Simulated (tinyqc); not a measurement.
Planar ballistic transistor, top-of-the-barrier model: course of the iteration: self-consistent potential at the barrier top.

At the top of the source barrier, states moving towards the drain are filled by the source (Fermi level 0) and states moving back by the drain (Fermi level -q Vd); nothing scatters. U is the shift of the band edge there, set by the capacitances CG, CD and CS (the total) and by the charge. Parabolic two-dimensional band; the source is grounded.

eta1 = -(E0 + U)/Vt, eta2 = eta1 - Vd/Vt, n = (N0/2)[F_0(eta1) + F_0(eta2)], F_0(x) = ln(1 + exp x). U(out) = UL + q (n - n0)/CS. Newton step: U(new) = U + (U(out) - U)/(1 + CQ/CS), CQ = (q/Vt) dn/d(eta1) with both F' summed; F_0'(x) = 1/(1 + exp(-x)).

Stop when U changes by less than 1e-9 eV, or after 90 iterations.

Values chosen for this exercise; mass and valleys close to those of gallium arsenide:
```
symbol,value,unit,meaning
T,350,K,temperature
E0,0.22,eV,band edge at the barrier top above the source Fermi level at zero bias
Vd,0.05,V,drain voltage
```

Constants: q = 1.602176634e-19 C, kB = 1.380649e-23 J/K, Vt = kB T/q. Results are converted to the units shown.

U at the start (U = UL) = -0.538850 eV
N0 = 8.11379e11 cm^-2
CS = 1.21248 uF/cm^2
n0 = 5.51082e8 cm^-2
UL = -0.538850 eV

Course of the iteration:

| iteration | U (eV) | \|change\| (eV) |
|---|---|---|
| 1 | -0.309514 | 0.229 |
| 2 | -0.305744 | 3.77e-3 |
| 3 | -0.305721 | 2.28e-5 |
| 4 | -0.305721 | 8.74e-10 |

Did this iteration meet its convergence test, and what does its course show?

Yes. Converged in 4 iterations. At the end the number of correct digits about doubles with each step.

tinyqc, about 0.01 s, one thread, Intel Xeon 2.30GHz (shared host): `OMP_NUM_THREADS=1 python tinyqc.py 2400091 2400092 out.jsonl`
